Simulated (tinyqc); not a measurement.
# Inputs raised by 5 %, one at a time

Model: stress in a transistor channel from embedded alloy regions, liners and fins, by half-space elasticity. Computed by tinyqc, a small Python program. Command: `OMP_NUM_THREADS=1 python tinyqc.py 3028340 3028341 out.jsonl stressor sens`. One thread of a shared host (Intel(R) Xeon(R) Processor @ 2.30GHz), about 0.06 s of CPU time with the checks.

Plane strain in an isotropic half-space, the same constants everywhere; x along the channel from its centre, y downwards from the free surface; stress is positive in tension.

Inputs (values chosen for the exercise, modelled on silicon): alloy fraction x = 0.0093; lattice change per unit x, beta = -0.467; Young's modulus E = 173 GPa; Poisson ratio nu = 0.24; channel length L = 84 nm; length of each stressor S = 60 nm; recess depth d = 50 nm; depth of the field point y = 5.5 nm; length of a cut fin or stripe = 700 nm; height of the strained layer h = 26 nm; longitudinal piezoresistance coefficient = -32.1 1e-11/Pa; vertical piezoresistance coefficient = 53.2 1e-11/Pa.

Stressor: Si(1-x)C(x) source and drain.

Method:
- Misfit e = beta x. A fully constrained inclusion holds the stress -p with p = E e/(1 - 2 nu); a blanket film would hold -E e/(1 - nu) in the plane.
- A line element dA of misfit at (a, c) in the half-space gives, with C = E e/(2 pi (1 - nu)), X = x - a, r1^2 = X^2 + (y - c)^2, r2^2 = X^2 + Y^2, Y = y + c: s_xx = -C dA {[X^2 - (y - c)^2]/r1^4 + 3 [X^2 - Y^2]/r2^4 + 4 y Y (Y^2 - 3 X^2)/r2^6}, s_yy = C dA {[X^2 - (y - c)^2]/r1^4 - [X^2 - Y^2]/r2^4 + 4 y Y (Y^2 - 3 X^2)/r2^6}. These are integrated over two rectangles, L/2 < |a| < L/2 + S, 0 < c < d (closed form in a, 200 Gauss-Legendre points in c).
- At x = y = 0 the integral is s_xx = -(4/pi) [E e/(1 - nu)] [arctan(2 d/L) - arctan(d/(L/2 + S))].
- d mu/mu = -(pi_L s_xx + pi_z s_yy) for the embedded regions alone; the stress across the width is left out.
- Shear-lag estimate for a stripe of length l and height h on a like substrate: the stress along it is s(x)/s_film = 1 - cosh(x/lam)/cosh(l/(2 lam)), lam = (pi/2) g h with g = 1.258; mean = 1 - (2 lam/l) tanh(l/(2 lam)).

Runs:
```
input moved                            from        to  s_yy (MPa)  s_xx at the surface (MPa)  mobility change (%)  share kept on average
base run                                  -         -      2.1621                     524.10               13.890                0.85321
alloy fraction x                     0.0093  0.009765      2.2702                     550.31               14.585                0.85321
Poisson ratio nu                       0.24     0.252      2.1968                     532.51               14.113                0.85321
channel length L (nm)                    84      88.2      2.2043                     503.81               13.480                0.85321
length of each stressor S (nm)           60        63      2.2290                     538.39               14.310                0.85321
recess depth d (nm)                      50      52.5      1.8764                     529.58               14.010                0.85321
length of a cut fin or stripe (nm)      700       735      2.1621                     524.10               13.890                0.86020
height of the strained layer h (nm)      26      27.3      2.1621                     524.10               13.890                0.84587
```

Exponents ln(y'/y) / ln(x'/x):
```
input                             s_yy  s_xx at the surface  mobility change  share kept on average
alloy fraction x                 1.000                1.000            1.000                  0.000
Poisson ratio nu                 0.326                0.326            0.326                  0.000
channel length L                 0.396               -0.809           -0.615                  0.000
length of each stressor S        0.625                0.551            0.611                  0.000
recess depth d                  -2.905                0.213            0.175                  0.000
length of a cut fin or stripe    0.000                0.000            0.000                  0.167
height of the strained layer h   0.000                0.000            0.000                 -0.177
```

Among the inputs moved here: s_yy answers most in size to recess depth d (exponent -2.905), next to alloy fraction x (+1.000); its exponent is below 0.0005 for length of a cut fin or stripe, height of the strained layer h. s_xx at the surface answers most in size to alloy fraction x (exponent +1.000), next to channel length L (-0.809); its exponent is below 0.0005 for length of a cut fin or stripe, height of the strained layer h. Mobility change answers most in size to alloy fraction x (exponent +1.000), next to channel length L (-0.615); its exponent is below 0.0005 for length of a cut fin or stripe, height of the strained layer h. Share kept on average answers most in size to height of the strained layer h (exponent -0.177), next to length of a cut fin or stripe (+0.167); its exponent is below 0.0005 for alloy fraction x, Poisson ratio nu, channel length L, length of each stressor S, recess depth d.
